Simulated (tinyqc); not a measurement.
Strain dependence: valley-orbit splitting of a donor ground state, with strain. Computed by tinyqc, a small Python program. Command: `OMP_NUM_THREADS=1 python tinyqc.py 3016426 3016427 out.jsonl valleyorbit walk`. One thread of a shared host (Intel(R) Xeon(R) Processor @ 2.30GHz), about 0.01 s of CPU time with the checks.

The basis is the 1s envelope in each valley; energies are counted from the unstrained conduction-band edge. The strain is e_s (a a^T - 1/3) for the unit stress axis a, so valley j along n_j moves by Xi_u e_s w_j with w_j = (n_j.a)^2 - 1/3: +2/3 for [111], -2/9 for the others.

Inputs (values chosen for the exercise, modelled on donors in germanium): single-valley binding energy E_0 = 9.61 meV; central-cell shift Lambda = 1.1 meV; coupling Delta_1 = 0.68 meV; shear deformation potential Xi_u = 15.7 eV; shear strain e_s = -0.00021.

Valleys: four along <111>. Stress axis: [111].

Method:
- By symmetry: E(A1) = E_0 + Lambda + 3 Delta_1 (one state), E(T2) = E_0 + Lambda - Delta_1 (three), as binding energies.
- H_jj = -(E_0 + Lambda) + Xi_u e_s w_j; H_jk = -Delta_1 between any two valleys.
- The contact hyperfine ratio is A/A_0 = (sum_j c_j)^2/(number of valleys), c_j the valley amplitudes of the ground state; binding from the lowest valley edge.

E(A1) = 12.75 meV

Against strain:
```
e_s        Xi_u e_s (w_max - w_min) (meV)  binding (meV)  gap to next level (meV)    A/A_0
-0.001700                         -23.724         10.772                   22.488  0.29673
-0.000630                          -8.792         10.892                    7.796  0.39251
-0.000210                          -2.931         11.340                    2.831  0.72158
-0.000063                          -0.879         12.152                    2.404  0.97426
0.000063                            0.879         12.575                    2.545  0.98609
0.000210                            2.931         12.372                    2.342  0.92753
0.000630                            8.792         12.205                    2.175  0.84140
0.001700                           23.724         12.125                    2.095  0.78939
```

A/A_0 falls for either sign of strain, to 0.297 and 0.789 at the ends; its limits are the shares of the valleys that end up lowest, 1/4 under compression and 3/4 under tension. Near zero strain A/A_0 changes in second order, the binding in first. The binding energy drops from 12.75 meV to 10.77 and 12.13 meV, since fewer valleys share the valley-orbit gain.

Extremes, crossings and ranges named in words are read from the listed rows.
